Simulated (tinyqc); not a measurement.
RHF in the sto-3g basis, for H3+, spin multiplicity 1, step by step. Computed by tinyqc, a small Python program that keeps every step (integrals from PySCF). Settings: charge = 1, multiplicity = 1, basis = sto-3g, energy threshold = 1e-08, iteration cap = 58, orthogonalisation = canonical, start = atomic densities, DIIS depth = 0, method = RHF. Command: `OMP_NUM_THREADS=1 python tinyqc.py 30682 30683 out.jsonl` (the two numbers bound the seeds that draw the settings). One thread of a shared host (Intel(R) Xeon(R) Processor @ 2.60GHz), about 0.04 s of CPU time with the checks. Later iterations appear only in the table of the cycle.

## One-electron integrals

Geometry (angstrom):

| atom | x | y | z |
|---|---|---|---|
| H | 0.0000 | 0.0000 | 0.0000 |
| H | 0.0000 | 0.0000 | 1.4420 |
| H | 0.0000 | 1.2490 | 0.7210 |

Basis sto-3g: exponents (1/bohr^2) and contraction coefficients of normalised primitives:

| element | l (shell) | exponent | coefficient |
|---|---|---|---|
| H | s (1) | 3.4253 | 0.1543 |
| H | s (1) | 0.6239 | 0.5353 |
| H | s (1) | 0.1689 | 0.4446 |

Overlap, kinetic and nuclear-attraction integrals over the contracted functions; the nuclear repulsion is the sum of Za Zb / Rab.

nuclear repulsion = 1.100839 hartree

overlap S, lower triangle:
```
        1H 1s   2H 1s   3H 1s
1H 1s  1.0000
2H 1s  0.2788  1.0000
3H 1s  0.2788  0.2788  1.0000
```

kinetic energy T (hartree), lower triangle:
```
        1H 1s   2H 1s   3H 1s
1H 1s  0.7600
2H 1s  0.0151  0.7600
3H 1s  0.0151  0.0151  0.7600
```

nuclear attraction V (hartree), lower triangle:
```
         1H 1s    2H 1s    3H 1s
1H 1s  -1.9567
2H 1s  -0.4818  -1.9567
3H 1s  -0.4817  -0.4817  -1.9567
```

core Hamiltonian H = T + V (hartree), lower triangle:
```
         1H 1s    2H 1s    3H 1s
1H 1s  -1.1967
2H 1s  -0.4667  -1.1967
3H 1s  -0.4666  -0.4666  -1.1966
```

## Two-electron integrals

Functions are numbered as in S; the eight-fold symmetry (ij|kl) = (ji|kl) = (kl|ij) leaves the list below.

Two-electron integrals (ij|kl) in chemists' order, unique and non-zero (hartree):
```
(11|11) 0.7746   (21|11) 0.1520   (21|21) 0.0447   (22|11) 0.3582
(22|21) 0.1520   (22|22) 0.7746   (31|11) 0.1520   (31|21) 0.0380
(31|22) 0.1080   (31|31) 0.0447   (32|11) 0.1080   (32|21) 0.0380
(32|22) 0.1520   (32|31) 0.0380   (32|32) 0.0447   (33|11) 0.3581
(33|21) 0.1080   (33|22) 0.3581   (33|31) 0.1520   (33|32) 0.1520
(33|33) 0.7746
```

## Orthogonalisation

S = U s U^T; canonical form X = U s^(-1/2), so that X^T S X = 1. Each column of U has its largest component positive (the first on a tie).

eigenvalues of S: 0.7212  0.7213  1.5576

X:
```
             1        2       3
1H 1s   0.8327  -0.4807  0.4626
2H 1s  -0.8327  -0.4807  0.4626
3H 1s   0.0000   0.9614  0.4626
```

## Starting guess

The start is atomic minimal-basis densities projected into this basis (PySCF's MINAO start) and scaled to the electron count of each spin; this density is not idempotent, so its energy is not variational and may lie below the converged one.

D at the start, lower triangle:
```
        1H 1s   2H 1s   3H 1s
1H 1s  0.6407
2H 1s  0.0466  0.6407
3H 1s  0.0466  0.0466  0.6407
```

## Iteration 1: building the Fock matrix

J_ij = sum D_kl (ij|kl), K_ij = sum D_kl (ik|jl); F = H + J - 0.5 K; E = tr D H + tr D J / 2 - 0.25 tr D K + E_nn.

Coulomb J (hartree), lower triangle:
```
        1H 1s   2H 1s   3H 1s
1H 1s  0.9936
2H 1s  0.2752  0.9936
3H 1s  0.2751  0.2751  0.9936
```

exchange K (hartree), lower triangle:
```
        1H 1s   2H 1s   3H 1s
1H 1s  0.5854
2H 1s  0.2515  0.5854
3H 1s  0.2514  0.2514  0.5854
```

Fock matrix F (hartree), lower triangle:
```
         1H 1s    2H 1s    3H 1s
1H 1s  -0.4958
2H 1s  -0.3172  -0.4958
3H 1s  -0.3172  -0.3172  -0.4958
```

total energy of this density = -0.635209 hartree

This density is the starting one; it is not idempotent, so its energy is not variational and may lie below the converged one.

## Iteration 1: diagonalisation and new density

Diagonalise F' = X^T F X, C = X C', fill 1 alpha and 1 beta electrons from the bottom; D = 2 C_occ C_occ^T. Each column has its largest component positive (the first on a tie).

F' = X^T F X (hartree), lower triangle:
```
         1        2        3
1  -0.2476
2   0.0000  -0.2477
3   0.0000   0.0000  -0.7256
```

orbital energies (hartree): MO1 -0.7256, MO2 -0.2477, MO3 -0.2476

coefficients C:
```
          MO1      MO2      MO3
1H 1s  0.4626  -0.4807   0.8327
2H 1s  0.4626  -0.4807  -0.8327
3H 1s  0.4626   0.9614   0.0000
```

D after iteration 1, lower triangle:
```
        1H 1s   2H 1s   3H 1s
1H 1s  0.4281
2H 1s  0.4281  0.4281
3H 1s  0.4280  0.4280  0.4279
```

## Iteration 2: building the Fock matrix

As before.

Coulomb J (hartree), lower triangle:
```
        1H 1s   2H 1s   3H 1s
1H 1s  0.9908
2H 1s  0.2796  0.9908
3H 1s  0.2796  0.2796  0.9907
```

exchange K (hartree), lower triangle:
```
        1H 1s   2H 1s   3H 1s
1H 1s  0.6626
2H 1s  0.4438  0.6626
3H 1s  0.4437  0.4437  0.6624
```

Fock matrix F (hartree), lower triangle:
```
         1H 1s    2H 1s    3H 1s
1H 1s  -0.5372
2H 1s  -0.4090  -0.5372
3H 1s  -0.4089  -0.4089  -0.5372
```

total energy of this density = -1.136613 hartree

## Iteration 2: diagonalisation and new density

As before.

F' = X^T F X (hartree), lower triangle:
```
         1        2        3
1  -0.1778
2   0.0000  -0.1779
3   0.0000   0.0000  -0.8700
```

orbital energies (hartree): MO1 -0.8700, MO2 -0.1779, MO3 -0.1778

coefficients C:
```
          MO1      MO2      MO3
1H 1s  0.4626  -0.4807   0.8327
2H 1s  0.4626  -0.4807  -0.8327
3H 1s  0.4626   0.9614   0.0000
```

D after iteration 2, lower triangle:
```
        1H 1s   2H 1s   3H 1s
1H 1s  0.4280
2H 1s  0.4280  0.4280
3H 1s  0.4280  0.4280  0.4280
```

## Iteration 3: building the Fock matrix

As before.

Coulomb J (hartree), lower triangle:
```
        1H 1s   2H 1s   3H 1s
1H 1s  0.9908
2H 1s  0.2796  0.9908
3H 1s  0.2796  0.2796  0.9907
```

exchange K (hartree), lower triangle:
```
        1H 1s   2H 1s   3H 1s
1H 1s  0.6626
2H 1s  0.4437  0.6626
3H 1s  0.4437  0.4437  0.6624
```

Fock matrix F (hartree), lower triangle:
```
         1H 1s    2H 1s    3H 1s
1H 1s  -0.5372
2H 1s  -0.4090  -0.5372
3H 1s  -0.4089  -0.4089  -0.5372
```

total energy of this density = -1.136613 hartree

## Iteration 3 (converged): orbitals

As before.

F' = X^T F X (hartree), lower triangle:
```
         1        2        3
1  -0.1778
2   0.0000  -0.1779
3   0.0000   0.0000  -0.8700
```

orbital energies (hartree): MO1 -0.8700, MO2 -0.1779, MO3 -0.1778

coefficients C:
```
          MO1      MO2      MO3
1H 1s  0.4626  -0.4807   0.8327
2H 1s  0.4626  -0.4807  -0.8327
3H 1s  0.4626   0.9614   0.0000
```

D after iteration 3, lower triangle:
```
        1H 1s   2H 1s   3H 1s
1H 1s  0.4280
2H 1s  0.4280  0.4280
3H 1s  0.4280  0.4280  0.4280
```

## Convergence

Stop when the energy changes by less than 1e-08 hartree and every element of the error matrix X^T (F D S - S D F) X is below 3e-05.

Course of the cycle:

| iteration | E (hartree) | change | largest element of the error matrix |
|---|---|---|---|
| 1 | -0.635209 | - | 8.08e-06 |
| 2 | -1.136613 | -5.01e-01 | 1.93e-05 |
| 3 | -1.136613 | -2.84e-10 | 1.06e-06 |

PySCF RHF in the same basis = -1.136613 hartree

Converged in 3 iterations.

## Populations, bond orders and dipole

Mulliken: Z minus the diagonal of D S on the atom; Loewdin: the same with S^(1/2) D S^(1/2); Mayer order: 2 sum_s sum (D(s) S)_ij (D(s) S)_ji over the two atoms.

Charges (e):

| atom | Mulliken | Loewdin |
|---|---|---|
| 1H | 0.3333 | 0.3333 |
| 2H | 0.3333 | 0.3333 |
| 3H | 0.3334 | 0.3334 |

Mayer bond orders:

| pair | order |
|---|---|
| 2-1 | 0.4445 |
| 3-1 | 0.4444 |
| 3-2 | 0.4444 |

dipole moment about the origin, x y z (debye): 0.0000  2.0002  3.4631
